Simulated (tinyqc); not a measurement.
Quasiparticle equation with a plasmon-pole self-energy for two band edges: sweeps and comparisons. A value that a table varies takes the place of the one given here.

For each edge E = e + X + Sc(E), with the correlation part Sc(E) = A[0]/(E - a + w) + A[1]/(E - b - w); a and b are the valence and conduction energies that enter the Green function (a = ev, b = ec in the one-shot scheme). Z = 1/(1 - dSc/dE), dSc/dE = -A[0]/(E - a + w)^2 - A[1]/(E - b - w)^2.

Values chosen for the exercise (scales of the order of those of GaN; the results hold for these values, not for the real material): ev = 0 eV (mean-field valence top); ec = 1.84 eV (mean-field conduction edge); w = 16 eV (pole energy); Av = (42.2, 23.8) eV^2 (weights of the valence state on the hole and electron poles); Ac = (22.5, 50.4) eV^2 (the same for the conduction state); Xv = -2.58 eV (exchange minus the mean-field potential, valence); Xc = 2.67 eV (the same, conduction).

## Schemes compared

Z = 1; linearised; exact one-shot; energies updated in G (a, b); updated in G and W, where w grows by half of the opening of the gap (a rule chosen for the exercise).

Results (eV):

| scheme | Ev | Ec | gap | opening |
|---|---|---|---|---|
| mean field | 0.000 | 1.840 | 1.840 | 0.000 |
| Z = 1 | -1.277 | 2.621 | 3.898 | 2.058 |
| linearised | -1.030 | 2.456 | 3.486 | 1.646 |
| one-shot, exact | -1.024 | 2.454 | 3.477 | 1.637 |
| update G | -1.153 | 2.505 | 3.658 | 1.818 |
| update G and W | -1.239 | 2.625 | 3.865 | 2.025 |

The openings run from 1.637 (one-shot, exact) to 2.058 eV (Z = 1). Linearising moves the gap by 9 meV, updating G +180 meV and updating W a further +207 meV: once Z is kept, the level of self-consistency matters more than linearising.

## The starting point

The mean-field gap is opened by d (ev lowered by d/2, ec raised by d/2) and X is changed by the opposite amounts, so that e + X stays; one-shot and G-updated gaps.

Gaps (eV):

| d | start | one-shot | update G |
|---|---|---|---|
| 0.0 | 1.840 | 3.4775 | 3.6578 |
| 0.2 | 2.040 | 3.4985 | 3.6578 |
| 0.4 | 2.240 | 3.5194 | 3.6578 |
| 0.6 | 2.440 | 3.5401 | 3.6578 |
| 0.9 | 2.740 | 3.5707 | 3.6578 |
| 1.2 | 3.040 | 3.6009 | 3.6578 |
| 1.6 | 3.440 | 3.6406 | 3.6578 |

The one-shot gap moves by a fraction 0.10 of any change of the starting gap, while the updated gap, 3.6578 eV, does not depend on it. The two agree where the start already equals the result, near d = 1.82 eV. A real change of starting point alters the orbitals and the screening too; this model holds both fixed.

## What each parameter does

Exact one-shot edges and Z of the valence state there. Each row changes one parameter from the base and keeps the others.

Results:

| case | Ev (eV) | Ec (eV) | gap (eV) | Z |
|---|---|---|---|---|
| base | -1.0239 | 2.4536 | 3.4775 | 0.7968 |
| w = 16.8 eV | -1.0982 | 2.5424 | 3.6406 | 0.8115 |
| Xv = -2.68 eV | -1.1035 | 2.4536 | 3.5571 | 0.7959 |
| Xc = 2.77 eV | -1.0239 | 2.5318 | 3.5556 | 0.7968 |
| ec = 1.94 eV | -1.0186 | 2.5485 | 3.5671 | 0.7973 |
| Av = (44.31, 23.8) eV^2 | -0.9123 | 2.4536 | 3.3660 | 0.7922 |
| Ac = (22.5, 52.92) eV^2 | -1.0239 | 2.3265 | 3.3504 | 0.7968 |

The largest shifts from the base row, up to three for each result and ties (the steps differ in size, so this ranks the rows, not the parameters). Ev (eV): Av +0.1115, Xv -0.0796, w -0.0743; unchanged at the printed digits by Xc and Ac. Ec (eV): Ac -0.1271, ec +0.0949, w +0.0887; unchanged at the printed digits by Xv and Av. gap (eV): w +0.1631, Ac -0.1271, Av -0.1115. Z: w +0.0147, Av -0.0046, Xv -0.0009; unchanged at the printed digits by Xc and Ac.

tinyqc: `OMP_NUM_THREADS=1 python tinyqc.py 1880899 1880900 out.jsonl`; about 0.02 s, one thread, shared Intel(R) Xeon(R) Processor @ 2.30GHz.
